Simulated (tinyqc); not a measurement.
Inside a calculation. Model: sub-threshold conduction and electro-thermal threshold of an amorphous chalcogenide.

tinyqc, about 0.01 s, one thread, Intel Xeon 2.30GHz (shared host): `OMP_NUM_THREADS=1 python tinyqc.py 2490101 2490102 out.jsonl` Printed values are rounded.

Trap-limited conduction: I = I0 exp(-Ea/kB T) sinh(q V dz/(2 ua kB T)), I0 = 2 q A Nt dz/ta. One lumped temperature T = T0 + Rt I V. The threshold is the largest V for which a steady state exists on the low-current branch.

Parameters, values chosen for the exercise; values of the order of Ge-Sb-Te and related chalcogenides:
```
symbol   value   unit                             meaning
T0         300      K                 ambient temperature
A         2100   nm^2                       cross-section
ua          21     nm                 amorphous thickness
dz         5.7     nm              distance between traps
Ea         0.3     eV                   activation energy
Nt      5.1e18  cm^-3                        trap density
ta       1e-14      s                        attempt time
Rt         5.1   K/uW                  thermal resistance
V         1.29      V  voltage across the amorphous layer
```

Constants: q = 1.602176634e-19 C, kB = 1.380649e-23 J/K. Results are converted to the units shown.

Range of the model: Purely electronic switching mechanisms, filaments and series resistance are left out.

## Isothermal quantities

I0, the low-field resistance 2 ua kB T0 exp(Ea/kB T0)/(q dz I0), the slope voltage V0 = 2 ua kB T0/(q dz), and I at V without heating.

I0 = 1.956162 mA
low-field resistance = 10.67191 Mohm
V0 = 0.1904884 V
I without heating = 7.792315 uA

## Iteration 1: self-heating

T at the start = 300 K

I at the present T, then T(new) = T0 + Rt I V.

I = 7.792315 uA
T after iteration 1 = 351.2656 K

## Iteration 2: self-heating

As before.

I = 15.77466 uA
T after iteration 2 = 403.7815 K

## Course of the iteration

Stop when T changes by less than 1e-7 K; give up above 900 K or after 200 iterations.

Course of the iteration:

| iteration | T(new) (K) | I (uA) | change (K) |
|---|---|---|---|
| 1 | 351.2656 | 7.792315 | 51.3 |
| 2 | 403.7815 | 15.77466 | 52.5 |
| 3 | 477.5115 | 26.98153 | 73.7 |
| 4 | 608.9718 | 46.96334 | 131 |
| 5 | 894.4163 | 90.35056 | 285 |
| 6 | 1558.784 | 191.3337 | 664 |

The temperature runs past 900 K in 6 iterations. V exceeds the threshold of 1.176 V (reached at T = 396.6 K), so no steady state exists on the low branch: this is thermal runaway, not a numerical fault. At V = 1.12 V the same loop settles at 331.3 K; the branch beyond the threshold is reached by fixing T or I instead of V.
